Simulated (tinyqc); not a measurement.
# Threshold of a short bulk MOSFET: charge sharing, barrier lowering, narrow width: effects of single changes

n-channel device on a p-type body, depletion approximation, full ionisation. Uniform doping N = Na. Vbi from Boltzmann statistics is rough for the degenerate source. Cox = eps0 eox/tox.

Values chosen for this exercise; band and dielectric values close to those of silicon:
- T = 350 K (temperature)
- Eg = 1.13 eV (band gap)
- eps_r = 11.7 (relative permittivity)
- Nc = 3.57e19 cm^-3 (conduction-band density of states at T)
- Nv = 3.36e19 cm^-3 (valence-band density of states at T)
- eox = 3.9 (relative permittivity of the gate insulator (close to silicon dioxide))
- tox = 4.8 nm (insulator thickness)
- Na = 9.7e17 cm^-3 (channel doping)
- Nsd = 1e20 cm^-3 (source and drain doping)
- Vfb = -0.79 V (flat-band voltage for the doping Na)
- xj = 15 nm (junction depth)
- Vbs = -1 V (body-source voltage)
- Vds = 1 V (drain-source voltage)
- W = 1300 nm (gate width)
- xw = 0 (shape factor of the fringing depletion at the width edges)
- L = 110 nm (channel length)

Constants: q = 1.602176634e-19 C, kB = 1.380649e-23 J/K, Vt = kB T/q, eps0 = 8.8541878128e-14 F/cm where lengths are in cm. Results are converted to the units shown.

Each table varies one quantity; the others keep the values above.

## Threshold roll-off against channel length

ni = sqrt(Nc Nv) exp(-Eg/(2 Vt)), Eg in volts; 2 pB = 2 Vt ln(N/ni); flat band Vfb - Vt ln(N/Na); Wd = sqrt(2 eps0 eps_r (2 pB - Vbs)/(q N)); body term q N Wd/Cox; long-channel VT0 = flat band + 2 pB + body term; Vbi = Vt ln(N Nsd/ni^2); scale length l = sqrt((eps_r/eox) tox Wd). Charge sharing (trapezoid; it ignores Vds): F = (xj/L)(sqrt(1 + 2 Wd/xj) - 1), lowering = body term times F. Barrier lowering: th = exp(-L/(2 l)) + 2 exp(-L/l), lowering = th [2 (Vbi - 2 pB) + Vds], DIBL = th. Narrow width: rise = body term times xw Wd/W. VT by each model = VT0 - lowering + rise. DIBL under 0.001 mV/V is printed as 0.

The same in every row: N (cm^-3) = 9.700e17; VT0 (V) = 1.216.

Threshold roll-off against channel length:

| L (nm) | L/l | F | DIBL (mV/V) | VT, charge sharing (V) | VT, barrier lowering (V) |
|---|---|---|---|---|---|
| 86 | 3.189 | 0.3107 | 285.5 | 0.8766 | 0.8503 |
| 120 | 4.449 | 0.2227 | 131.5 | 0.9727 | 1.047 |
| 180 | 6.674 | 0.1484 | 38.08 | 1.054 | 1.167 |
| 260 | 9.640 | 0.1028 | 8.198 | 1.104 | 1.205 |
| 370 | 13.72 | 0.07222 | 1.052 | 1.137 | 1.214 |
| 540 | 20.02 | 0.04948 | 0.04493 | 1.162 | 1.216 |
| 780 | 28.92 | 0.03426 | 0 | 1.178 | 1.216 |
| 1100 | 40.78 | 0.02429 | 0 | 1.189 | 1.216 |
| 1600 | 59.32 | 0.01670 | 0 | 1.197 | 1.216 |

VT by barrier lowering rises from 0.850 to 1.22 V and VT by charge sharing rises from 0.877 to 1.20 V. DIBL is under 100 mV/V from L = 180 nm on among the rows (th = 0.1 at L/l = 4.92). For L = 86 DIBL exceeds 250 mV/V, where the barrier formula is rough.

## Effect of the insulator thickness

Same model as above.

The same in every row: N (cm^-3) = 9.7000e17; F = 0.24291.

Result of one run:

| tox (nm) | VT0 (V) | L/l | DIBL (mV/V) | VT, charge sharing (V) | VT, barrier lowering (V) |
|---|---|---|---|---|---|
| 5.5 | 1.3748 | 3.8100 | 193.12 | 1.0711 | 1.1277 |

What becomes of these results when the insulator thickness tox is changed from 5.5 to 3.2 nm, all else the same?

Result of the changed run:

| tox (nm) | VT0 (V) | L/l | DIBL (mV/V) | VT, charge sharing (V) | VT, barrier lowering (V) |
|---|---|---|---|---|---|
| 3.2 | 0.85189 | 4.9950 | 95.836 | 0.67516 | 0.72926 |

The whole series:

| tox (nm) | VT0 (V) | L/l | DIBL (mV/V) | VT, charge sharing (V) | VT, barrier lowering (V) |
|---|---|---|---|---|---|
| 1.9 | 0.55632 | 6.4823 | 42.179 | 0.45139 | 0.50235 |
| 2.5 | 0.69274 | 5.6512 | 66.301 | 0.55467 | 0.60790 |
| 3.2 | 0.85189 | 4.9950 | 95.836 | 0.67516 | 0.72926 |
| 4.2 | 1.0793 | 4.3600 | 138.60 | 0.84730 | 0.90190 |
| 5.5 | 1.3748 | 3.8100 | 193.12 | 1.0711 | 1.1277 |
| 7.1 | 1.7386 | 3.3533 | 256.93 | 1.3465 | 1.4098 |
| 9.2 | 2.2161 | 2.9459 | 334.36 | 1.7080 | 1.7882 |
| 12 | 2.8527 | 2.5794 | 427.00 | 2.1899 | 2.3063 |

As tox goes from 1.9 to 12, VT0 rises from 0.556 to 2.85 V, DIBL rises from 42.2 to 427 mV/V, F stays at 0.243 and VT by barrier lowering rises from 0.502 to 2.31 V. For tox = 7.1, 9.2, 12 DIBL exceeds 250 mV/V, where the barrier formula is rough.

Program tinyqc, `OMP_NUM_THREADS=1 python tinyqc.py 2002158 2002159 out.jsonl`; Intel Xeon 2.30GHz, shared host, one thread, about 0.01 s.
